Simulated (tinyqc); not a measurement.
Sublattice potential against complex hopping: Haldane model. Computed by the program tinyqc. H_AA = delta - 2 t2 sum cos(k.b + phi), H_BB = -delta - 2 t2 sum cos(k.b - phi), H_AB = -t1 (1 + exp(-i k.a1) + exp(-i k.a2)), b = a1, a2 - a1, -a2, m = 3 sqrt3 t2 sin(phi); the sign of the Chern number follows the orientation k1 then k2.

Honeycomb lattice:

| parameter | value |
|---|---|
| t1 (eV) | 0.910000 |
| t2 (eV) | 0.120000 |
| phi (rad) | -1.420000 |

Gaps at the two valleys (eV) and Chern number of the lower band (12 x 12 mesh):

| delta | gap 2\|delta - m\| | gap 2\|delta + m\| | Chern number |
|---|---|---|---|
| -1.110 | 0.987 | 3.453 | 0 |
| -0.801 | 0.369 | 2.835 | 0 |
| -0.370 | 0.493 | 1.973 | 1 |
| 0.000 | 1.233 | 1.233 | 1 |
| 0.247 | 1.727 | 0.739 | 1 |
| 0.462 | 2.157 | 0.309 | 1 |
| 0.771 | 2.775 | 0.309 | 0 |
| 1.233 | 3.699 | 1.233 | 0 |

What does the comparison show, and why?

Here |m| = 0.6165 eV. For |delta| < |m| the two valleys have masses of opposite sign and the Chern number is +/-1; one gap closes at |delta| = |m|, and beyond it the band is trivial.
